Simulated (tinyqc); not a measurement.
Worked calculation: UKS/PBE in the sto-6g basis, for H4, spin multiplicity 3. This run ends on a higher stationary point, not on the lowest solution. One step of it, computed by the program tinyqc.

Task: Orthogonalisation. S = U s U^T; canonical form X = U s^(-1/2), so that X^T S X = 1. Each column of U has its largest component positive (the first on a tie).

overlap S, order 1H 1s, 2H 1s, 3H 1s, 4H 1s:
```
[[1.000000, 0.198619, 0.009826, 0.000311],
 [0.198619, 1.000000, 0.175955, 0.009808],
 [0.009826, 0.175955, 1.000000, 0.198322],
 [0.000311, 0.009808, 0.198322, 1.000000]]
```

Give: eigenvalues of S; X.

Result:

eigenvalues of S: [0.7038, 0.8621, 1.1200, 1.3142]

X, order 1H 1s, 2H 1s, 3H 1s, 4H 1s:
```
[[-0.4538, 0.6342, -0.5631, 0.3415],
 [0.7112, -0.4205, -0.3588, 0.5142],
 [-0.7103, -0.4217, 0.3596, 0.5137],
 [0.4525, 0.6349, 0.5637, 0.3407]]
```
